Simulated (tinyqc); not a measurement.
Ballistic Schottky-barrier transistor with a two-dimensional channel, WKB contacts: two steps of the calculation.

Source Fermi level 0, drain Fermi level -Vd. Far from the contacts Ec = pn - psi, and the gate moves psi one to one; the band edges relax as exp(-x/lam) from pn at the source and pn - Vd at the drain; Ev = Ec - Eg. A carrier of energy w inside the channel band meets at a contact a barrier of height D (the contact edge beyond the channel edge): T = 1 for w >= D, else exp(-S), S = 4 lam sqrt(m/C) [sqrt(D - w) - sqrt(w) arctan sqrt((D - w)/w)], C = hbar^2/(2 m0). The two contacts combine as Ts Td/(Ts + Td - Ts Td).

Parameters, values chosen for the exercise; channel values close to those of a molybdenum disulphide layer: temperature T = 250 K; barrier for electrons at both contacts pn = 0.21 eV; electron mass mn = 0.49 m0; valleys or subbands g = 2; screening length at the contacts lam = 3.4 nm; drain bias Vd = 0.05 V; band shift psi of the channel by the gate ps = 0.28 V; energy of one carrier inside the channel band w0 = 0.22 eV; upper end of the grid wm = 0.43 eV; points of the grid nE = 17.

Constants: q = 1.602176634e-19 C, kB = 1.380649e-23 J/K, hbar = 1.054571817e-34 J s, h = 6.62607015e-34 J s, m0 = 9.1093837015e-31 kg, Vt = kB T/q, hbar^2/(2 m0) = 0.0380998212 eV nm^2. Results are converted to the units shown.

Question 1. Transmission of one of the electrons. S and T at both contacts for w = w0, and the tunnelling distance lam ln(D/w) at the higher barrier.

D for electrons (eV): source 0.28000000, drain 0.23000000

Give: S at the source; S at the drain; combined T; tunnelling distance.

Answer 1.

S at the source = 0.93696
S at the drain = 0.071946
combined T = 0.38069
tunnelling distance = 0.81995 nm

Question 2. Current of the electrons on a coarse grid. I/W = g (2 q^2/h) int T(w) [N(Es + w) - N(Ed + w)] dw with w the energy of motion along the channel, N(y) = (1/2 pi) sqrt(pi m kB T/C) Fm(-y/kB T), Fm(x) = (1/sqrt(pi)) int_0^infinity u^(-1/2)/(1 + exp(u - x)) du. Electrons: Ds = psi, Dd = psi - Vd, Es = Ec, Ed = Ec + Vd. Holes: Ds = -psi, Dd = Vd - psi, Es = -Ev, Ed = -Ev - Vd. The size of each current is taken; both flow from drain to source and add. Simpson's rule on nE equally spaced w from 0 to wm.

Find: w; Ts; Td; T; size of the supply difference; current.

Answer 2.

```
point,w (eV),Ts,Td,T,size of the supply difference (1/um)
0,0.0000,6.190e-12,6.944e-11,5.684e-12,140.5
1,0.0269,5.057e-7,4.973e-6,4.590e-7,144.8
2,0.0537,2.579e-5,2.206e-4,2.309e-5,109.2
3,0.0806,3.827e-4,0.002819,3.371e-4,55.80
4,0.1075,0.002955,0.01852,0.002555,20.69
5,0.1344,0.01483,0.07781,0.01262,6.493
6,0.1613,0.05409,0.2324,0.04589,1.916
7,0.1881,0.1525,0.5194,0.1337,0.5548
8,0.2150,0.3445,0.8751,0.3284,0.1597
9,0.2419,0.6327,1.000,0.6327,0.04590
10,0.2687,0.9320,1.000,0.9320,0.01319
11,0.2956,1.000,1.000,1.000,0.003788
12,0.3225,1.000,1.000,1.000,0.001088
13,0.3494,1.000,1.000,1.000,3.125e-4
14,0.3762,1.000,1.000,1.000,8.976e-5
15,0.4031,1.000,1.000,1.000,2.578e-5
16,0.4300,1.000,1.000,1.000,7.405e-6
```

current = 1.737 uA/um

Range of the model: No scattering, image-force lowering, channel charge or band-to-band tunnelling; parabolic kappa overstates S deep in the gap.

Program tinyqc, `OMP_NUM_THREADS=1 python tinyqc.py 2390047 2390048 out.jsonl`; Intel Xeon 2.30GHz, shared host, one thread, about 0.4 s.
